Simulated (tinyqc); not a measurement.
Convergence with the number of cells: heat flow across a film from the phonon Boltzmann equation in the relaxation-time approximation. Computed by tinyqc, a small Python program. Command: `OMP_NUM_THREADS=1 python tinyqc.py 3030147 3030148 out.jsonl slabbte sweep`. One thread of a shared host (Intel(R) Xeon(R) Processor @ 2.30GHz), about 0.04 s of CPU time with the checks.

Two black walls, hot at x = 0 and cold at x = L, emit phonons isotropically. For one free path Lambda, with tau = x/Lambda, tau_L = L/Lambda and phi = (T - T_cold)/Delta T, energy balance gives phi(tau) = (1/2) [E2(tau) + int_0^tau_L phi(s) E1(|tau - s|) ds]; E_n are the exponential integrals. The flux over the ballistic flux C v Delta T/4 is psi = 1 - 2 int_0^tau_L phi(s) E2(s) ds, and kappa_eff/kappa = (3/4) tau_L psi. kappa = C v Lambda/3 is an input, so at fixed kappa a longer free path means a smaller C v.

Inputs (values chosen for the exercise, modelled on gallium arsenide): film thickness L = 910 nm; free path Lambda_1 = 70 nm.

Free-path groups: two.

Method:
- Cut the film into n equal cells with constant phi, collocated at the centres c_i: the kernel integrates to A_ij = |E2(|c_i - e_j|) - E2(|c_i - e_(j+1)|)|/2 for cell edges e_j, and A_ii = 1 - E2(half a cell); solve (1 - A) phi = E2(c)/2; psi = 1 - 2 sum_j phi_j [E3(e_j) - E3(e_(j+1))].
- In short, (1 - A) phi = b and psi = 1 - 2 sum_j w_j phi_j, with b the right-hand side and w_j the flux weights; the cells divide 0 to tau_L.
- Use 150 and 300 cells and extrapolate psi = (4 psi(300) - psi(150))/3. The jump at the hot wall is 1 - phi there (linear extrapolation from the first two of 300 cells). Two-flux (diffusion with slip) formula: psi = 1/(1 + 3 tau_L/4).

One run for each value:

| cells n in the small system | psi, small system | psi for Lambda_1 |
|---|---|---|
| 2 | 0.33351 | 0.092464 |
| 3 | 0.25170 | 0.092464 |
| 4 | 0.20499 | 0.092464 |
| 6 | 0.15688 | 0.092464 |
| 8 | 0.13413 | 0.092464 |
| 12 | 0.11409 | 0.092464 |
| 20 | 0.10148 | 0.092464 |
| 40 | 0.09506 | 0.092464 |

Describe and explain the trends.

Over the rows, psi, small system falls from 0.334 to 0.0951 (exponent d ln y / d ln x -0.69 between the first rows and -0.094 between the last); psi for Lambda_1 does not change. The error of psi falls from 2.6e+02 % to 2.8 %; a cell must be thin against the free path.
